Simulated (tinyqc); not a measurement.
From results back to parameters: bond-orbital model of a tetrahedral semiconductor (Harrison's universal couplings). Five cases, with inputs chosen for the exercise.

Problem. In the bond-orbital model the bond-antibond splitting is 2 sqrt(V2^2 + V3^2), Z* = 4 ap - (Z - 4) with ap = V3/sqrt(V2^2 + V3^2), and V2 = 3.22 x 2c/d^2, c = hbar^2/2m0. The values below come from a hidden bond length and V3.

Constants: hbar^2/2m0 = 3.80998211 eV angstrom^2.

Case 1.

Values chosen (out of a larger set: near tabulated values for AlAs; the model gives trends, and its gaps can be far from the real ones; not measured data): Z = 5 (valence electrons of the anion).

splitting = 9.32960 eV
Z* = 0.92720 e

Case 2.

Values chosen (out of a larger set: near tabulated values for InSb; the model gives trends, and its gaps can be far from the real ones; not measured data): Z = 5 (valence electrons of the anion).

splitting = 7.15312 eV
Z* = 0.93622 e

Case 3.

Values chosen (out of a larger set: near tabulated values for CdTe; the model gives trends, and its gaps can be far from the real ones; not measured data): Z = 6 (valence electrons of the anion).

splitting = 9.54224 eV
Z* = 1.01921 e

Case 4.

Values chosen (out of a larger set: near tabulated values for GaP; the model gives trends, and its gaps can be far from the real ones; not measured data): Z = 5 (valence electrons of the anion).

splitting = 10.06712 eV
Z* = 0.93501 e

Case 5.

Values chosen (out of a larger set: near tabulated values for GaP; the model gives trends, and its gaps can be far from the real ones; not measured data): Z = 5 (valence electrons of the anion).

splitting = 10.02669 eV
Z* = 0.96276 e

Find: V2, V3; d.

Solution. ap = (Z* + Z - 4)/4; V3 = ap times half the splitting, V2 = sqrt(1 - ap^2) times it, and d = sqrt(6.44 c/V2).

Case 1.

V2, V3 (eV): 4.088  2.248

d = 2.450 angstrom

Case 2.

V2, V3 (eV): 3.130  1.731

d = 2.800 angstrom

Case 3.

V2, V3 (eV): 3.130  3.601

d = 2.800 angstrom

Case 4.

V2, V3 (eV): 4.405  2.435

d = 2.360 angstrom

Case 5.

V2, V3 (eV): 4.368  2.460

d = 2.370 angstrom

Computed by tinyqc, one run a case: `OMP_NUM_THREADS=1 python tinyqc.py N N+1 out.jsonl` with N = 1482419, 1482421, 1482446, 1482497, 1482533; one thread of a shared Intel(R) Xeon(R) Processor @ 2.30GHz, about 0.01 s a run at most.
